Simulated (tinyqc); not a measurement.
Thermionic-field emission through a Schottky barrier, WKB: one step of the calculation.

Metal on an n-type semiconductor with one parabolic valley; V > 0 is forward bias (metal positive). Energies E are counted from the conduction edge of the neutral semiconductor, whose Fermi level lies at -xi; that of the metal lies at -xi - V. The barrier is a parabola of height Vd = phi - xi - V (depletion approximation, no image force).

Problem. Current density on a coarse grid. For E < Vd, ln T(E) = -(Vd/E00) [sqrt(1 - y) - y ln((1 + sqrt(1 - y))/sqrt(y))], y = E/Vd; T(E) = 1 above. J = A* T (q/kB) int_0^infinity T(E) N(E) dE, N = ln[(1 + exp((-xi - E)/Vt))/(1 + exp((-xi - V - E)/Vt))], A* = 4 pi q me m0 kB^2/h^3 (times 1e-4 for A/(cm^2 K^2)). Simpson's rule on nE equally spaced points from 0 to Eb.

Inputs (values chosen for the exercise); band and dielectric values close to those of gallium nitride:
```
symbol  value  unit                       meaning
T         200     K                   temperature
me      0.196    m0                 electron mass
V        0.39     V                          bias
nE         11           points of the energy grid
Eb       0.42    eV  upper end of the energy grid
```

Constants: q = 1.602176634e-19 C, kB = 1.380649e-23 J/K, h = 6.62607015e-34 J s, m0 = 9.1093837015e-31 kg, Vt = kB T/q. Results are converted to the units shown.

xi = -0.16595462 eV
Vd = 1.0859546 V
E00 = 70.514668 meV

Give: E; T(E); N; T(E) N; J.

Solution.

```
point  E (eV)      T(E)         N    T(E) N
0      0.0000  2.050e-7     9.629  1.974e-6
1      0.0420  1.096e-6     7.193  7.882e-6
2      0.0840  3.854e-6     4.764  1.836e-5
3      0.1260  1.153e-5     2.412  2.781e-5
4      0.1680  3.097e-5    0.6356  1.968e-5
5      0.2100  7.665e-5   0.07478  5.732e-6
6      0.2520  1.775e-4  0.006765  1.201e-6
7      0.2940  3.883e-4  5.933e-4  2.304e-7
8      0.3360  8.080e-4  5.188e-5  4.192e-8
9      0.3780  0.001608  4.536e-6  7.292e-9
10     0.4200  0.003070  3.966e-7  1.217e-9
```

J = 189.2 A/cm^2

The integrand peaks at E = 0.126 eV among these points, 0.12 of the barrier height.

Range of the model: The depletion approximation, a parabolic band and the neglect of image-force lowering make these currents estimates at high doping.

Numbers from tinyqc (`OMP_NUM_THREADS=1 python tinyqc.py 2640047 2640048 out.jsonl`; about 0.04 s on one thread of a shared Intel Xeon 2.30GHz).
